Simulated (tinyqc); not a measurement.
Fermi-Dirac statistics of conduction electrons: sweeps and comparisons. A value that a table varies takes the place of the one given here.

Non-parabolic band E (1 + alpha E) = c k^2/m: n = Nc (2/sqrt(pi)) integral_0^infinity sqrt(x (1 + a x)) (1 + 2 a x) dx/(1 + exp(x - eta)) with a = alpha kT and eta = (EF - Ec)/kT; a = 0 gives n = Nc F_1/2(eta).

Constants: hbar^2/2m0 = 3.80998211 eV angstrom^2; kB = 8.617333262e-05 eV/K.

Inputs chosen for the exercise (near those of Si, lowest valleys alone; not measured data):
- m = 1.1021 m0 (density-of-states mass of the conduction band)
- T = 400 K
- alpha = 0.53 1/eV (non-parabolicity)
- n = 1.3e+20 1/cm^3 (electron density)

## Parabolic against non-parabolic filling

N = 2 (m kB T/(4 pi c))^(3/2) with c = hbar^2/2m0, in 1/angstrom^3; times 1e24 for 1/cm^3. k_F = (3 pi^2 n)^(1/3) and the energy E0 that solves E (1 + alpha E) = c k_F^2/m give the limit of zero temperature.

EF - Ec (meV):

| n (1/cm^3) | parabolic | non-parabolic | non-parabolic, 0 K |
|---|---|---|---|
| 4.0e+18 | -82.1 | -84.5 | 8.3 |
| 2.0e+19 | -22.3 | -25.2 | 24.1 |
| 7.0e+19 | 34.1 | 29.8 | 54.6 |
| 2.0e+20 | 103.2 | 94.3 | 107.1 |
| 7.0e+20 | 257.0 | 225.8 | 232.3 |
| 2.0e+21 | 523.3 | 423.9 | 428.1 |

Non-parabolicity lowers EF by 2.4 meV at the lowest density and by 99.4 meV at the highest, where alpha (EF - Ec) = 0.22. Temperature lowers EF below its 0 K value by 92.8 meV at the lowest density and by 4.1 meV at the highest. EF enters the band between 2e+19 and 7e+19 1/cm^3.

## What moves the Fermi level

N = 2 (m kB T/(4 pi c))^(3/2) with c = hbar^2/2m0, in 1/angstrom^3; times 1e24 for 1/cm^3. Each row changes one parameter from the base and keeps the others.

Results:

| case | parabolic EF - Ec (meV) | non-parabolic EF - Ec (meV) |
|---|---|---|
| base | 70.91 | 64.57 |
| m = 0.9919 m0 | 81.96 | 74.82 |
| T = 375 K | 72.73 | 66.72 |
| n = 2.6e+20 1/cm^3 | 126.66 | 115.39 |
| alpha = 0.795 1/eV | 70.91 | 61.73 |

The largest shifts from the base row, up to three for each result and ties (the steps differ in size, so this ranks the rows, not the parameters). parabolic EF - Ec (meV): n +55.74, m +11.05, T +1.82; unchanged at the printed digits by alpha. non-parabolic EF - Ec (meV): n +50.82, m +10.25, alpha -2.83.

(tinyqc, `OMP_NUM_THREADS=1 python tinyqc.py 1682102 1682103 out.jsonl`, Intel(R) Xeon(R) Processor @ 2.30GHz, 1 thread, shared host, about 0.01 s.)
